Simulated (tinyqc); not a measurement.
## Dose and depth of a threshold implant

Problem. A sheet of D acceptors per cm^2 lies at depth xi inside the depleted layer of a body doped Na. In the depletion approximation VT = Vfb + f2 + q D/Cox + gamma sqrt(f2 + Vsb - q D xi/(eps0 eps_r)), gamma = sqrt(2 eps0 eps_r q Na)/Cox, Cox = eps0 eox/tox. Find gamma, D and xi.

Inputs (values chosen for the exercise); band and dielectric values close to those of silicon:
```
symbol   value   unit                                                                 meaning
eps_r     11.6                                                          relative permittivity
Na      2.5e17  cm^-3                                       acceptor density deep in the body
eox       24.8         relative permittivity of the gate insulator (close to zirconium oxide)
tox         26     nm                                                     insulator thickness
Vfb      -0.31      V                                                       flat-band voltage
f2       0.824      V                                        band bending 2 phiF at threshold
```

Constants: q = 1.602176634e-19 C, eps0 = 8.8541878128e-14 F/cm where lengths are in cm. Results are converted to the units shown.

VT against the source at Vsb = 0 and 1.1 V (V): [0.90611158, 1.0805883]

Answer. With y^2 = f2 - q D xi/(eps0 eps_r) and d the difference of the thresholds over gamma, sqrt(y^2 + Vsb) - y = d gives y = (Vsb - d^2)/(2 d). The first threshold then gives D, and y^2 gives xi.

gamma = 0.340 V^0.5
D = 6.10e11 cm^-2
xi = 17.0 nm

Numbers from tinyqc (`OMP_NUM_THREADS=1 python tinyqc.py 2080157 2080158 out.jsonl`; about 0.5 s on one thread of a shared Intel Xeon 2.30GHz).
